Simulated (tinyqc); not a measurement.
Frequency dispersion of an accumulation capacitance by border traps, distributed model: effect of the semiconductor capacitance in accumulation.

Traps spread evenly through the insulator exchange electrons with the semiconductor by tunnelling, with tau(x) = t0 exp(2 ka x) at depth x from the interface. The admittance per area Y seen at depth x obeys dY/dx = -Y^2/(i w eps0 eox) + q Nb ln(1 + i w tau)/tau, with Y(0) = i w Cs and w = 2 pi f; the gate sees Y(tox) = G + i w C. Working variable y = Y/(i w), in uF/cm^2. Cox = eps0 eox/tox.

Cox; trap-free value 1/(1/Cox + 1/Cs); response depth d = ln(1/(w t0))/(2 ka), where w tau = 1; lumped estimate: all traps within d act as C_bt = q Nb d placed at d/2, so C = 1/{1/[1/(1/Cs + d/(2 eps0 eox)) + C_bt] + (tox - d/2)/(eps0 eox)}. C and G from a fine integration; dispersion -d C/d log10 f over C, from f times and over 1.1. For a broad spread of time constants G/w is close to -(pi/2) dC/d ln w.

Parameters, values chosen for the exercise; permittivity close to that of hafnium oxide: relative permittivity of the insulator eox = 18.1; insulator thickness tox = 9.4 nm; density of border traps Nb = 1.1e20 cm^-3 eV^-1; decay constant of the wave function in the insulator ka = 3.7 1/nm; time constant of a trap at the interface t0 = 6e-11 s; frequency f = 100 Hz.

Constants: q = 1.602176634e-19 C, eps0 = 8.8541878128e-14 F/cm where lengths are in cm. Results are converted to the units shown.

The same in every row: d (nm) = 2.310.

Effect of the semiconductor capacitance in accumulation:
columns A: Cs (uF/cm^2); B: C (uF/cm^2); C: G/w (uF/cm^2); D: dispersion (% a decade); E: -(pi/2) dC/d ln w (uF/cm^2); F: lumped C (uF/cm^2); G: trap-free C (uF/cm^2)
```
A         B        C      D        E      F       G
0.2   1.421  0.05570  5.726  0.05549  1.336  0.1790
0.39  1.435  0.05394  5.492  0.05375  1.353  0.3174
0.75  1.459  0.05102  5.112  0.05086  1.382  0.5209
1.4   1.494  0.04679  4.579  0.04668  1.425  0.7687
2.8   1.550  0.04059  3.832  0.04053  1.491   1.060
5.4   1.612  0.03423  3.109  0.03420  1.562   1.296
10    1.668  0.02901  2.548  0.02899  1.624   1.457
20    1.717  0.02477  2.114  0.02476  1.678   1.571
```

As Cs goes from 0.2 to 20, C rises from 1.42 to 1.72 uF/cm^2, the dispersion falls from 5.73 to 2.11 % a decade and G/w falls from 0.0557 to 0.0248 uF/cm^2. The lumped estimate is 6.0 % below C in the first row and 2.3 % below it in the last. The same traps disperse C more when Cs is small, since they then add to the weaker series term.

Numbers from tinyqc (`OMP_NUM_THREADS=1 python tinyqc.py 2202086 2202087 out.jsonl`; about 0.6 s on one thread of a shared Intel Xeon 2.30GHz).
